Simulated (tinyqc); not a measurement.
Charge control and current of a heterostructure field-effect transistor: one step, computed by the program tinyqc. Command: `OMP_NUM_THREADS=1 python tinyqc.py 3022106 3022107 out.jsonl hemt walk`. One thread of a shared host (Intel(R) Xeon(R) Processor @ 2.30GHz), about 0.01 s of CPU time with the checks.

Two subbands in a triangular well; E_F is counted from the conduction band edge of the channel at the interface.

Task: Threshold and barrier capacitance. Threshold V_T = phi_B - dE_c - sigma d/(eps eps_0) (in volts); C_b = eps eps_0/d.

Inputs (values chosen for the exercise, modelled on AlGaN/GaN):
```
quantity                                  value    unit
permittivity eps (barrier and channel)     9.42       -
barrier thickness d                          12      nm
Schottky barrier phi_B                      1.2      eV
conduction band offset dE_c                0.46      eV
polarisation charge sigma/e             1.8e+13  1/cm^2
```

Charge source: polarisation. Velocity law: two-piece.

Constants: e = 1.602176634e-19 C; eps_0 = 8.8541878128e-12 F/m.

Give: threshold voltage V_T; barrier capacitance C_b.

Result:

threshold voltage V_T = -3.409 V

barrier capacitance C_b = 0.6951 microfarad/cm^2

The device is normally on.
